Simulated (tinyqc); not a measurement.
Worked calculation: RKS/PBE0 in the sto-3g basis, for BeH2, spin multiplicity 1. One step of it, computed by the program tinyqc.

Question. Iteration 2: DIIS coefficients. Solve [B -1; -1 0][c; lambda] = [0; -1] for the coefficients, which sum to one.

B (overlaps of the stored error matrices):
```
               1              2
1  1.7980709e-02  1.4669788e-02
2  1.4669788e-02  8.0907755e-02
```

Give: DIIS coefficients.

Answer.

DIIS coefficients: 0.952  0.048
